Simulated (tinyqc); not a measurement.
What each value does: bond-orbital model of a tetrahedral semiconductor (Harrison's universal couplings).

Hybrid level eh = (es + 3 ep)/4; metallic energy V1 = (ep - es)/4 for each atom; covalent energy V2 = 3.22 hbar^2/(m d^2); polar energy V3 = (ehc - eha)/2; hbar^2/m = 2c, c = hbar^2/2m0. Polarity ap = V3/sqrt(V2^2 + V3^2), covalency ac = V2/sqrt(V2^2 + V3^2). p-p coupling at Gamma Exx = (4/3)(2.22 - 2 x 0.63) hbar^2/(m d^2) = 1.28 hbar^2/(m d^2), s-s coupling Ess = 4 x 1.32 hbar^2/(m d^2).

Constants: hbar^2/2m0 = 3.80998211 eV angstrom^2.

Values chosen for the exercise (near tabulated values for Si; the model gives trends, and its gaps can be far from the real ones; not measured data):
- esc = -14.78 eV (s level, cation)
- epc = -7.63 eV (p level, cation)
- esa = -14.78 eV (s level, anion)
- epa = -7.63 eV (p level, anion)
- d = 2.35 angstrom (bond length)

The bond-antibond splitting is 2 sqrt(V2^2 + V3^2). E0 is the upper root of [[esa, 5.28 u], [5.28 u, esc]] less the lower root of [[epa, 1.28 u], [1.28 u, epc]], u = hbar^2/(m d^2).

One parameter was then changed.

Results before and after:

| case | ap | bond-antibond splitting (eV) | Ev (eV) | E0 (eV) |
|---|---|---|---|---|
| base | 0.0000 | 8.886 | -9.396 | 1.902 |
| changed | 0.0141 | 8.887 | -9.396 | 2.156 |

Which of these changes was made? (a) epc = -7.13 eV; (b) esa = -14.28 eV; (c) epa = -7.13 eV; (d) d = 2.4 angstrom; (e) esc = -14.28 eV.

Answer: (e) esc = -14.28 eV. Of the candidates, run in turn, only this one gives the changed row.

All candidates:

| case | ap | bond-antibond splitting (eV) | Ev (eV) | E0 (eV) |
|---|---|---|---|---|
| base | 0.0000 | 8.886 | -9.396 | 1.902 |
| esc = -14.28 eV | 0.0141 | 8.887 | -9.396 | 2.156 |
| epc = -7.13 eV | 0.0422 | 8.894 | -9.164 | 1.669 |
| esa = -14.28 eV | -0.0141 | 8.887 | -9.396 | 2.156 |
| epa = -7.13 eV | -0.0422 | 8.894 | -9.164 | 1.669 |
| d = 2.4 angstrom | 0.0000 | 8.520 | -9.323 | 1.528 |

Run: tinyqc, `OMP_NUM_THREADS=1 python tinyqc.py 1451917 1451918 out.jsonl`; Intel(R) Xeon(R) Processor @ 2.30GHz, one thread, shared host; about 0.01 s of CPU time with all checks.
